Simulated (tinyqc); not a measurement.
MP2 on RHF in the sto-3g basis, frozen core, for BeH+, spin multiplicity 1, step by step. One step of it, computed by the program tinyqc.

Task: Orthogonalisation. S = U s U^T; symmetric (Loewdin) form X = U s^(-1/2) U^T, so that X^T S X = 1.

overlap S:
```
           1Be 1s    1Be 2s   1Be 2px   1Be 2py   1Be 2pz     2H 1s
1Be 1s   1.000000  0.259517  0.000000  0.000000  0.000000  0.051633
1Be 2s   0.259517  1.000000  0.000000  0.000000  0.000000  0.406547
1Be 2px  0.000000  0.000000  1.000000  0.000000  0.000000  0.000000
1Be 2py  0.000000  0.000000  0.000000  1.000000  0.000000  0.000000
1Be 2pz  0.000000  0.000000  0.000000  0.000000  1.000000  0.485062
2H 1s    0.051633  0.406547  0.000000  0.000000  0.485062  1.000000
```

Give: eigenvalues of S; X.

Result:

eigenvalues of S: 0.3554  0.7945  1.0000  1.0000  1.1780  1.6721

X:
```
          1Be 1s   1Be 2s  1Be 2px  1Be 2py  1Be 2pz    2H 1s
1Be 1s    1.0277  -0.1449   0.0000   0.0000  -0.0109   0.0231
1Be 2s   -0.1449   1.1207   0.0000   0.0000   0.1095  -0.2852
1Be 2px   0.0000   0.0000   1.0000   0.0000   0.0000   0.0000
1Be 2py   0.0000   0.0000   0.0000   1.0000   0.0000   0.0000
1Be 2pz  -0.0109   0.1095   0.0000   0.0000   1.1275  -0.3333
2H 1s     0.0231  -0.2852   0.0000   0.0000  -0.3333   1.2182
```
